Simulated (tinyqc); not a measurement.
From Szigeti charge Z_S back to core-shell spring k: rigid-ion and shell models of the dielectric response of an ionic crystal. Computed by tinyqc, a small Python program. Command: `OMP_NUM_THREADS=1 python tinyqc.py 3022131 3022132 out.jsonl shell inv`. One thread of a shared host (Intel(R) Xeon(R) Processor @ 2.30GHz), about 0.01 s of CPU time with the checks.

Charges +Z and -Z; 6 nearest neighbours, Madelung constant M = 1.747565, volume per ion pair Omega = 2.000000 d^3. Energy per pair U = -M Z^2 e2/d + 6 A exp(-d/rho), e2 = e^2/(4 pi eps_0). In the shell model the anion is a core of charge Y - Z and a massless shell of charge -Y, joined by the spring k; the repulsion acts on the shell. Each ion feels the Lorentz field E + (4 pi/3) P (Gaussian units).

Inputs (values chosen for the exercise, for a model crystal): nearest-neighbour distance d = 2.68 angstrom; ionic charge Z = 1 e; hardness d/rho = 9.86; shell charge size Y = 3.26 e; cation polarisability alpha_+ = 0.095 angstrom^3.

Structure: rock salt.

Constants: e^2/(4 pi eps_0) = 14.39964548 eV angstrom; 1 eV/angstrom^3 = 160.2176634 GPa.

Method. Zero pressure fixes 6 A exp(-d/rho) = M Z^2 e2 rho/d^2. Then U = -(M Z^2 e2/d)(1 - rho/d), B = M Z^2 e2 (d/rho - 2)/(9 Omega d), and the spring of one sublattice against the other is R = (1/3) x (Laplacian of the repulsion summed over neighbours) = M Z^2 e2 (d/rho - 2)/(3 d^3), so R = 3 B Omega/d^2. Eliminating the shell gives the anion polarisability alpha_- = Y^2 e2/(k + R), the Szigeti charge Z_S = Z - Y R/(k + R) and the softened spring R' = k R/(k + R). With b = 4 pi (alpha_+ + alpha_-)/(3 Omega): eps_inf = (1 + 2b)/(1 - b) (Clausius-Mossotti); Born charge Z* = Z_S (eps_inf + 2)/3.

Problem. A run gave the result below. Find the core-shell spring k, known to lie between 98 and 190 eV/angstrom^2.

Szigeti charge Z_S = 0.9017291 e

Solution.

Each step takes the trial c = (a f_b - b f_a)/(f_b - f_a), f being the result less the target and a, b, c the logarithms of the listed values; c replaces end b, the old b replaces a if the sign of f changed, and otherwise f_a is halved.

Scan of the range:
```
core-shell spring k (eV/angstrom^2)  Szigeti charge Z_S (e)
98                                                 0.889908
109                                                0.900680
122                                                0.910974
136                                                0.919914
152                                                0.928158
170                                                0.935615
190                                                0.942272
```

False position (Illinois rule, in the logarithm of the input) inside the bracket:
```
step    end a    end b    trial  Szigeti charge Z_S (e)
1     109.000  122.000  110.259                0.901780
2     109.000  110.259  110.147                0.901683
3     110.259  110.147  110.200                0.901729
4     110.147  110.200  110.200                0.901729
```

Szigeti charge Z_S rises at every point of a 13-point scan of the range (every second point is shown), so one value fits; it is bracketed by 109 and 122. Answer: core-shell spring k = 110.2 eV/angstrom^2.
